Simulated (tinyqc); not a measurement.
Static constant against the gap: interband optics of a two-band s-p chain from momentum matrix elements.

H(k) = [[Es - 2 ts cos ka, 2i V sin ka], [-2i V sin ka, Ep_ + 2 tp cos ka]] in the basis s, p; the lower band is full, with two electrons a cell. The velocity operator times hbar is W = dH/dk (eV angstrom); intra-atomic dipoles are left out.

With w(k) = |<c|W|v>|^2 and D(k) = Ec - Ev, on the mesh k_j = (j + 1/2)/N (2 pi/a): eps(E) = 1 + (8 pi e2/(a Ar)) mean_j (w/D^2) [1/(D - E - i eta) + 1/(D + E + i eta)], e2 = e^2/(4 pi eps0); light polarised along the chains, no local fields.

Constants: e^2/(4 pi eps0) = 14.39964547 eV angstrom; hbar^2/2m0 = 3.80998211 eV angstrom^2.

Parameters, chosen for this exercise: a = 2.81 angstrom (period); Ep_ = -2.25 eV (lower orbital (p)); ts = 0.67 eV (s-s hopping); tp = 0.59 eV (p-p hopping); V = 1.61 eV (s-p hopping); Ar = 12.9 angstrom^2 (cross-section per chain).

Es takes the values listed; mesh of 400 points; the Penn-type estimate is 1 + 8 pi c e2 n_eff/(a Ar Dm^2) with Dm the f-weighted mean of D, f = w/(c D), n_eff = 2 mean(f), c = hbar^2/2m0.

Results:

| Es (eV) | smallest D (eV) | Dm (eV) | n_eff | eps(0) | estimate |
|---|---|---|---|---|---|
| 1.40 | 1.131 | 4.064 | 3.638 | 41.862 | 9.380 |
| 1.70 | 1.431 | 4.368 | 3.510 | 26.452 | 7.999 |
| 2.20 | 1.931 | 4.868 | 3.312 | 14.928 | 6.316 |
| 2.70 | 2.431 | 5.363 | 3.130 | 9.752 | 5.139 |
| 3.70 | 3.430 | 6.345 | 2.809 | 5.337 | 3.654 |
| 4.70 | 4.430 | 7.322 | 2.536 | 3.546 | 2.800 |
| 6.70 | 6.430 | 9.274 | 2.107 | 2.137 | 1.932 |

How do the results move, and what explains it?

eps(0) - 1 falls from 40.862 to 1.137, as Dm^-4.34; a fixed n_eff would give the power -2, and n_eff goes from 3.638 to 2.107. The single-gap estimate is low by 79.5 % of eps(0) - 1 in the first row and 18.1 % in the last, since 1/D^2 favours the smallest separations. n_eff need not equal the 2 electrons of the cell: a two-orbital basis with chosen hoppings does not obey the free-electron sum rule.

Program tinyqc; command `OMP_NUM_THREADS=1 python tinyqc.py 1651385 1651386 out.jsonl`; about 0.01 s on one thread of a shared Intel(R) Xeon(R) Processor @ 2.30GHz.
